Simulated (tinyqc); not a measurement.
Worked calculation: quasiparticle equation with a plasmon-pole self-energy for two band edges. Values are carried at full precision from step to step, so a last printed digit may differ when a step is redone from the rounded ones.

For each edge E = e + X + Sc(E), with the correlation part Sc(E) = A[0]/(E - a + w) + A[1]/(E - b - w); a and b are the valence and conduction energies that enter the Green function (a = ev, b = ec in the one-shot scheme). Z = 1/(1 - dSc/dE), dSc/dE = -A[0]/(E - a + w)^2 - A[1]/(E - b - w)^2.

Values chosen for the exercise (scales of the order of those of GaN; the results hold for these values, not for the real material): ev = 0 eV (mean-field valence top); ec = 1.83 eV (mean-field conduction edge); w = 16.1 eV (pole energy); Av = (30.2, 17.8) eV^2 (weights of the valence state on the hole and electron poles); Ac = (13.7, 28.8) eV^2 (the same for the conduction state); Xv = -1.68 eV (exchange minus the mean-field potential, valence); Xc = 2.17 eV (the same, conduction).

## Linearised one-shot correction

Evaluate Sc and its slope at the mean-field energy; E = e + Z (X + Sc).

Terms:
```
edge        Sc (eV)   dSc/dE       Z  X + Sc (eV)   E (eV)
valence      0.8830  -0.1719  0.8533      -0.7970  -0.6801
conduction  -1.0247  -0.1537  0.8668       1.1453   2.8227
```

gap = 3.5028 eV
gap with Z = 1 = 3.7722 eV

The gap opens by 1.673 eV, 41 % of it by lowering the valence top. Setting Z = 1 would overshoot by 0.269 eV.

## Solving the equation for the conduction edge

Newton steps on f(E) = E - ec - Xc - Sc(E) from E = ec; the first step is the linearised result.

Iterates:
```
step   E (eV)   Sc (eV)     f (eV)
0     1.83000  -1.02474  -1.145263
1     2.82267  -1.18236   0.005028
2     2.81835  -1.18165   0.000000
3     2.81835  -1.18165   0.000000
```

The linearisation errs by +4.3 meV, as the shift is only 0.061 of the pole energy.

## All solutions for the valence state

Multiplying out gives a cubic; give its three roots and their weights Z.

roots (eV): -18.008  -0.678  18.836

weights: 0.1074  0.8486  0.0440

The weights add up to 1. The satellite below lies 17.33 eV from the main peak, 8 % more than w: this scheme places plasmon satellites too far out, and gives one where a cumulant form gives a series.

## Updating the energies in the Green function

Solve both equations exactly, put the results in place of a and b, and repeat five times; w is kept.

Cycles (eV):
```
cycle       Ev      Ec     gap
1      -0.6783  2.8184  3.4966
2      -0.7077  2.8985  3.6062
3      -0.7075  2.9054  3.6129
4      -0.7072  2.9061  3.6133
5      -0.7072  2.9061  3.6133
```

The update moves the gap by +117 meV from the one-shot value; each cycle shrinks the change to about 0.06 of the one before.

## Checks

- Sum of the weights of the three roots: both 1.000000.
- Newton result against the root by bisection (eV): both 2.81835.

tinyqc: `OMP_NUM_THREADS=1 python tinyqc.py 1880108 1880109 out.jsonl`; about 0.02 s, one thread, shared Intel(R) Xeon(R) Processor @ 2.30GHz.
